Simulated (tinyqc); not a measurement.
Decay of LO phonons and the hot-phonon bottleneck in the cooling of electrons. From mode temperature T_LO back to power supplied per electron P. Computed by tinyqc, a small Python program. Command: `OMP_NUM_THREADS=1 python tinyqc.py 3026283 3026284 out.jsonl hotphonon inv`. One thread of a shared host (Intel(R) Xeon(R) Processor @ 2.30GHz), about 0.02 s of CPU time with the checks.

n(E, T) = 1/(exp(E/(k_B T)) - 1) is the Bose occupation. Electrons have a temperature T_e; the LO modes within their reach share one occupation N; the decay products stay at the lattice temperature.

Inputs (values chosen for the exercise, modelled on aluminium nitride):
```
quantity,value,unit
LO energy hbar omega,109,meV
"lifetime at T = 0, tau_0",1.3,ps
weight b of the three-phonon channel,0.13,-
lattice temperature T,77,K
electron mass m*,0.321,m_0
eps_inf,4.8,-
static dielectric constant eps_s,8.61,-
electron density n,1.1e+19,1/cm^3
"density of LO modes that the electrons reach, N_m",1.3e+19,1/cm^3
```

Decay channel: two equal phonons plus a three-phonon channel.

Constants: k_B = 8.617333262e-05 eV/K; c = 299792458 m/s; e^2/(4 pi eps_0) = 14.39964548 eV angstrom; hbar^2/(2 m_0) = 3.80998212 eV angstrom^2; hbar = 6.582119569e-16 eV s; e = 1.602176634e-19 C.

Method:
- Decay rate 1/tau = (1/tau_0) [1 + 2 n_2 + b (1 + 3 n_3 + 3 n_3^2)]/(1 + b), n_2 = n(hbar omega/2), n_3 = n(hbar omega/3).
- Full width Gamma = 1/(2 pi c tau) in 1/cm, c in cm/s.
- Froehlich coupling alpha = (e^2/(4 pi eps_0)) (1/eps_inf - 1/eps_s) k_0/(2 hbar omega), k_0 = sqrt(m* hbar omega/(hbar^2/(2 m_0))); emission time tau_sp = hbar/(2 alpha hbar omega); bottleneck ratio r = (n/N_m) tau/tau_sp.
- Net emission per electron: [(N + 1) x - N]/tau_sp with x = exp(-hbar omega/(k_B T_e)), a simple two-level balance; steady state of the modes: n [(N + 1) x - N]/tau_sp = N_m (N - N_0)/tau; power per electron P = hbar omega [(N + 1) x - N]/tau_sp.
- With p = P tau_sp/(hbar omega): N = N_0 + r p and x = (p + N)/(N + 1); without hot phonons N = N_0. The mode temperature T_LO solves n(hbar omega, T_LO) = N.

Problem. A run gave the result below. Find the power supplied per electron P, known to lie between 5.4 and 18 nW.

mode temperature T_LO = 1385.172 K

Solution.

Each step takes the trial c = (a f_b - b f_a)/(f_b - f_a), f being the result less the target and a, b, c the logarithms of the listed values; c replaces end b, the old b replaces a if the sign of f changed, and otherwise f_a is halved.

Scan of the range:
```
power supplied per electron P (nW),mode temperature T_LO (K)
5.40,921.51
6.60,1031.09
8.07,1161.59
9.86,1316.77
12.00,1498.75
14.70,1724.75
18.00,1997.47
```

False position (Illinois rule, in the logarithm of the input) inside the bracket:
```
step,end a,end b,trial,mode temperature T_LO (K)
1,9.8600,12.0000,10.6155,1381.38
2,12.0000,10.6155,10.6576,1384.97
3,12.0000,10.6576,10.6621,1385.35
4,10.6576,10.6621,10.6600,1385.17
5,10.6621,10.6600,10.6600,1385.17
```

Mode temperature T_LO rises at every point of a 13-point scan of the range (every second point is shown), so one value fits; it is bracketed by 9.86 and 12.0. Answer: power supplied per electron P = 10.66 nW.

Caution: alpha is above 1/2, so hbar/tau_sp exceeds hbar omega and the emission time, a weak-coupling result, is only rough. Caution: at such T_e upper valleys, non-parabolic bands or other phonons can take part.
